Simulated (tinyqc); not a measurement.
From results back to parameters: trap in a gate oxide as a short-range spherical well. Two cases, with inputs chosen for the exercise.

Problem. In the Lucovsky model sigma goes as (h nu - Et)^(3/2)/(h nu)^3. The ratio of the cross-sections at h1 and h2 was computed from a hidden Et.

Find: Et.

Method. y = [ratio (h1/h2)^3]^(2/3), and Et = (h1 - y h2)/(1 - y): the plot of (sigma (h nu)^3)^(2/3) against h nu is a line through Et.

Case 1.

Values chosen (out of a larger set: near those of SiO2 on Si; not measured data): h1 = 3.324 eV (first photon energy); h2 = 4.686 eV (second photon energy).

sigma(h1)/sigma(h2) = 0.782279

Solution.

Et = 2.308 eV

Case 2.

Values chosen (out of a larger set: near those of HfO2 on Si; not measured data): h1 = 1.245 eV (first photon energy); h2 = 2.868 eV (second photon energy).

sigma(h1)/sigma(h2) = 0.256106

Solution.

Et = 1.112 eV

Computed by tinyqc, one run a case: `OMP_NUM_THREADS=1 python tinyqc.py N N+1 out.jsonl` with N = 1282286, 1282445; one thread of a shared Intel(R) Xeon(R) Processor @ 2.30GHz, about 0.01 s a run at most.
